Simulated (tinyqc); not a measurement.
Virtual-crystal alloy A(1-x)B(x) in sp3s* tight binding, step by step. Values are carried at full precision from step to step, so a last printed digit may differ when a step is redone from the rounded ones.

Virtual crystal: a(x) = (1 - x) aA + x aB (Vegard); the six levels are averaged linearly; the seven couplings follow Harrison's rule, V(x) a(x)^2 = (1 - x) V_A aA^2 + x V_B aB^2. No spin-orbit coupling and no disorder. Gaps are measured from the top of the valence band at Gamma; the Delta value is the minimum on (kx,0,0) for kx from 0.5 to 1.

Inputs chosen for the exercise (A near a published set for Ge, B for Si; such sets place X and L only to about 0.5 eV; shifted at random, so the results belong to these values and not to a real crystal):
- aA = 5.659 angstrom (lattice constant of A)
- aB = 5.431 angstrom (of B)
- pA = (-5.877, 1.613, -5.877, 1.613, 6.384, 6.384, -6.797, 1.611, 4.907, 5.485, 5.485, 5.213, 5.213) eV (order Esa, Epa, Esc, Epc, Exa, Exc, Vss, Vxx, Vxy, Vsapc, Vscpa, Vxapc, Vpaxc)
- pB = (-4.213, 1.713, -4.213, 1.713, 6.67, 6.67, -8.296, 1.709, 4.584, 5.748, 5.748, 5.385, 5.385) eV (the same for B)
- x = 0.69 (fraction of B)

## Parameters of the alloy

Form a(x) and the thirteen parameters.

a(x) = 5.5017 angstrom

parameters (eV): Esa -4.7288, Epa 1.6820, Esc -4.7288, Epc 1.6820, Exa 6.5813, Exc 6.5813, Vss -7.8074, Vxx 1.6775, Vxy 4.6916, Vsapc 5.6639, Vscpa 5.6639, Vxapc 5.3306, Vpaxc 5.3306

Against a plain linear average the 1/a^2 rule changes Vss by +23.9 meV and Vxy by +7.5 meV.

## Levels at Gamma

The parameters stand in the order Esa, Epa, Esc, Epc, Exa, Exc, Vss, Vxx, Vxy, Vsapc, Vscpa, Vxapc, Vpaxc. At k = 0 the s levels are the roots of [[Esa, Vss], [Vss, Esc]] and the p levels those of [[Epa, Vxx], [Vxx, Epc]]; the direct gap runs from the lower p root to the lower of the two upper roots.

s roots (eV): [-12.5362, 3.0786]

p roots (eV): [0.0045, 3.3595]

direct gap = 3.0740 eV

The lowest empty level at Gamma is s-like.

## The Hamiltonian at L

sp3s* tight binding, nearest neighbours only: anion (a) at 0, cation (c) at a/4 (1,1,1), orbitals s, px, py, pz, s* on each; k in units of 2 pi/a. With phases e_j = exp(i (pi/2) k.n_j) for n = (1,1,1), (1,-1,-1), (-1,1,-1), (-1,-1,1): g0 = (e1+e2+e3+e4)/4, g1 = (e1+e2-e3-e4)/4, g2 = (e1-e2+e3-e4)/4, g3 = (e1-e2-e3+e4)/4. The diagonal holds the levels Esa, Epa, Exa (s*) and Esc, Epc, Exc. Anion-cation block: <sa|sc> = Vss g0; <sa|xc> = Vsapc g1; <xa|sc> = -Vscpa g1; <xa|xc> = Vxx g0; <xa|yc> = <ya|xc> = Vxy g3, <xa|zc> = <za|xc> = Vxy g2, <ya|zc> = <za|yc> = Vxy g1; <s*a|xc> = Vxapc g1; <xa|s*c> = -Vpaxc g1; y and z take g2 and g3 in place of g1; s-s* and s*-s* vanish.

k = (1/2,1/2,1/2); parameters in the order Esa, Epa, Esc, Epc, Exa, Exc, Vss, Vxx, Vxy, Vsapc, Vscpa, Vxapc, Vpaxc.

g0, g1, g2, g3: [0.3536-0.3536i, -0.3536+0.3536i, -0.3536+0.3536i, -0.3536+0.3536i]

H (eV), rows sa, xa, ya, za, s*a, sc, xc, yc, zc, s*c and columns alike:
```
[[-4.7288, 0, 0, 0, 0, -2.7603+2.7603i, -2.0025+2.0025i, -2.0025+2.0025i, -2.0025+2.0025i, 0],
 [0, 1.6820, 0, 0, 0, 2.0025-2.0025i, 0.5931-0.5931i, -1.6587+1.6587i, -1.6587+1.6587i, 1.8846-1.8846i],
 [0, 0, 1.6820, 0, 0, 2.0025-2.0025i, -1.6587+1.6587i, 0.5931-0.5931i, -1.6587+1.6587i, 1.8846-1.8846i],
 [0, 0, 0, 1.6820, 0, 2.0025-2.0025i, -1.6587+1.6587i, -1.6587+1.6587i, 0.5931-0.5931i, 1.8846-1.8846i],
 [0, 0, 0, 0, 6.5813, 0, -1.8846+1.8846i, -1.8846+1.8846i, -1.8846+1.8846i, 0],
 [-2.7603-2.7603i, 2.0025+2.0025i, 2.0025+2.0025i, 2.0025+2.0025i, 0, -4.7288, 0, 0, 0, 0],
 [-2.0025-2.0025i, 0.5931+0.5931i, -1.6587-1.6587i, -1.6587-1.6587i, -1.8846-1.8846i, 0, 1.6820, 0, 0, 0],
 [-2.0025-2.0025i, -1.6587-1.6587i, 0.5931+0.5931i, -1.6587-1.6587i, -1.8846-1.8846i, 0, 0, 1.6820, 0, 0],
 [-2.0025-2.0025i, -1.6587-1.6587i, -1.6587-1.6587i, 0.5931+0.5931i, -1.8846-1.8846i, 0, 0, 0, 1.6820, 0],
 [0, 1.8846+1.8846i, 1.8846+1.8846i, 1.8846+1.8846i, 0, 0, 0, 0, 0, 6.5813]]
```

## Levels at L

Diagonalise H; four bands are filled. The top of the valence band is the lower p root at Gamma.

levels (eV): [-10.2853, -7.3727, -1.5026, -1.5026, 1.9397, 2.4897, 4.8666, 4.8666, 9.0183, 11.2794]

gap from the valence top to L = 1.9352 eV

## The three valleys

The same at Gamma, along Delta and at L.

gaps (eV): Gamma 3.0740, Delta 1.0513, L 1.9352

position of the Delta minimum = 0.752 2 pi/a

In this model the alloy is indirect, with its lowest valley at the Delta line and the next 884 meV above. The bowing from disorder and bond relaxation, left out here, lowers real gaps, by tenths of an eV in badly matched pairs.

## Checks

- Direct gap from the blocks against the full matrix: both 3.07405.

tinyqc: `OMP_NUM_THREADS=1 python tinyqc.py 1482880 1482881 out.jsonl`; about 0.08 s, one thread, shared Intel(R) Xeon(R) Processor @ 2.30GHz.
